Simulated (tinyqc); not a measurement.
Square on-chip spiral inductor, lumped pi model: two steps of the calculation.

Outer diameter do = di + 2 n wd + 2 (n - 1) sp, mean da = (do + di)/2, fill p = (do - di)/(do + di), length l = 4 n da. L = 2.34 mu0 n^2 da/(1 + 2.75 p), mu0 = 4 pi 1e-7 H/m. Rs = rho l/(wd delta (1 - exp(-th/delta))), delta = sqrt(rho/(pi f mu0)). Cs = n wd^2 eps0 eo/hu across the coil. At each end Cox = l wd eps0 eo/(2 ho) leads to the substrate branch Rsi = 2 rs he/(l wd) in parallel with Csi = l wd eps0 11.7/(2 he). With one end grounded Y = 1/(Rs + i w L) + i w Cs + 1/[1/(i w Cox) + 1/(1/Rsi + i w Csi)], w = 2 pi f; Q = -Im Y/Re Y. Eddy currents in neighbouring turns and in the substrate are left out.

Values chosen for this exercise; values of the order met in silicon radio-frequency processes: number of turns n = 1.5; line width wd = 8 um; space between turns sp = 2 um; inner diameter di = 80 um; metal thickness th = 3.4 um; metal resistivity rho = 2.2 uohm cm; oxide below the coil ho = 4.1 um; oxide between coil and underpass hu = 0.9 um; relative permittivity of the oxide eo = 3; substrate resistivity rs = 1 ohm cm; effective spreading depth in the substrate he = 30 um; frequency f = 1.9 GHz.

Constants: eps0 = 8.8541878128e-12 F/m. Results are converted to the units shown.

Problem 1. Geometry and model elements. do, l, L, delta, Rs, Cs, Cox, Rsi and Csi as defined.

Wanted: do; l; L; delta; Rs; Cs; Cox; Rsi; Csi.

Solution 1.

do = 106.00 um
l = 558.00 um
L = 0.44445 nH
delta = 1.7126 um
Rs = 1.0387 ohm
Cs = 2.8333 fF
Cox = 14.460 fF
Rsi = 134.41 ohm
Csi = 7.7074 fF

Problem 2. Admittance, quality factor and apparent inductance. Series branch 1/(Rs + i w L), substrate branch, total Y, Q = -Im Y/Re Y, apparent inductance Im(1/Y)/w, metal-only value w L/Rs, share of the loss in the substrate Re(substrate branch)/Re Y.

L = 0.44445408 nH
Rs = 1.0386587 ohm
Cs = 2.8333401 fF
Cox = 14.460400 fF
Rsi = 134.40860 ohm
Csi = 7.7073934 fF

Find: series branch; substrate branch; Y; Q; apparent inductance; w L/Rs; share of the loss in the substrate.

Solution 2.

series branch = 35.5-181.5i mS
substrate branch = 0.0040+0.1725i mS
Y = 35.5-181.3i mS
Q = 5.102
apparent inductance = 0.4449 nH
w L/Rs = 5.108
share of the loss in the substrate = 0.01126 %

Q is 99.9 % of the metal-only value.

Program tinyqc, `OMP_NUM_THREADS=1 python tinyqc.py 2302140 2302141 out.jsonl`; Intel Xeon 2.30GHz, shared host, one thread, about 0.01 s.
